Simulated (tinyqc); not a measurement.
# Donor binding, ionisation and the Mott limit: ionisation against doping

Hydrogenic donor: Ry = (m0 q^3/(8 eps0^2 h^2)) me/eps_r^2 in eV, E0 = cc Ry, radius a = q/(8 pi eps0 eps_r E0), Mott density Nm = (0.26/a)^3. Below Nm the level sinks as Ed = E0 [1 - (N/Nm)^(1/3)]. Neutrality: Nc F12(eta) = N/(1 + 2 exp(eta + Ed/kB T)), F12(x) = (2/sqrt(pi)) int_0^infinity sqrt(u)/(1 + exp(u - x)) du.

The neutrality equation is solved with F12 in each row.

Values chosen for this exercise; band and dielectric values close to those of silicon: temperature T = 300 K; relative permittivity eps_r = 11.6; mass in the hydrogenic formula, set independently of Nc me = 0.263 m0; conduction-band density of states at 300 K Nc = 2.75e19 cm^-3; ratio of the true binding energy to the hydrogenic one cc = 1.2.

Constants: q = 1.602176634e-19 C, kB = 1.380649e-23 J/K, eps0 = 8.8541878128e-12 F/m, h = 6.62607015e-34 J s, m0 = 9.1093837015e-31 kg, Vt = kB T/q. Results are converted to the units shown.

Results:
```
N (cm^-3)      N/Nm  Ed (meV)  ionised (%)  ionised with Ed = E0 (%)
1.5e15     6.280e-4     29.18        99.97                     99.96
3.8e15     0.001591     28.19        99.92                     99.91
9.2e15     0.003852     26.91        99.81                     99.77
2.3e16     0.009629     25.12        99.56                     99.43
5.6e16      0.02344     22.78        99.04                     98.64
3.4e17       0.1423     15.25        95.88                     92.67
8.3e17       0.3475     9.477        92.48                     84.91
2e18         0.8373     1.834        87.71                     72.92
```

Estimate the missing row, N = 1.4e17 cm^-3.

Computed row:
```
N (cm^-3)     N/Nm  Ed (meV)  ionised (%)  ionised with Ed = E0 (%)
1.4e17     0.05861     19.52        97.92                     96.72
```

With this row back in the table: The ionised share falls from 100 to 87.7 %, against 100 to 72.9 % for a fixed level: a higher density raises EF against the level, which fills more donors, while the sinking Ed works the other way.

Range of the model: A sharp level with degeneracy 2 overstates freeze-out near Nm, where the impurity band broadens and merges with the conduction band.

Computed by the program tinyqc: `OMP_NUM_THREADS=1 python tinyqc.py 2330027 2330028 out.jsonl`, one thread of a shared Intel Xeon 2.30GHz, about 0.01 s for the whole run.
